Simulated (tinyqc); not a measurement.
Tunnelling through a gate dielectric, WKB transmission and Tsu-Esaki current: one step of the calculation.

Electrons leave the emitter at x = 0. Energies E (motion across the layers) are in eV from the emitter Fermi level; the collector Fermi level lies at -V and offers states at every E. No charge in the dielectric and no image force: F1 = V/t1, U = phi1 - F1 x. With C = hbar^2/(2 m0), kappa = sqrt(m (U - E)/C) where U > E and 0 elsewhere; T(E) = exp(-S), S = 2 times the integral of kappa over x.

Task. WKB exponent by the midpoint rule. Cut each layer into nc equal cells, take U and kappa at the cell centres, and sum S = 2 sum kappa h.

Inputs (values chosen for the exercise); dielectric values close to those of zirconium oxide: barrier of layer 1 above the emitter Fermi level at zero bias phi1 = 1.37 eV; tunnelling mass of layer 1 m1 = 0.25 m0; thickness of layer 1 t1 = 6 nm; voltage across the dielectric V = 2.5 V; energy of the electron followed E = 0 eV; cells in each layer nc = 9.

Constants: q = 1.602176634e-19 C, hbar = 1.054571817e-34 J s, m0 = 9.1093837015e-31 kg, hbar^2/(2 m0) = 0.0380998212 eV nm^2. Results are converted to the units shown.

Give: x; U; kappa; S; T(E).

Result.

```
cell,x (nm),U (eV),kappa (1/nm)
0,0.3333,1.2311,2.8422
1,1.0000,0.9533,2.5011
2,1.6667,0.6756,2.1054
3,2.3333,0.3978,1.6156
4,3.0000,0.1200,0.8874
5,3.6667,-0.1578,0.0000
6,4.3333,-0.4356,0.0000
7,5.0000,-0.7133,0.0000
8,5.6667,-0.9911,0.0000
```

S = 13.269
T(E) = 1.7274e-6

Program tinyqc, `OMP_NUM_THREADS=1 python tinyqc.py 2540101 2540102 out.jsonl`; Intel Xeon 2.30GHz, shared host, one thread, about 0.05 s.
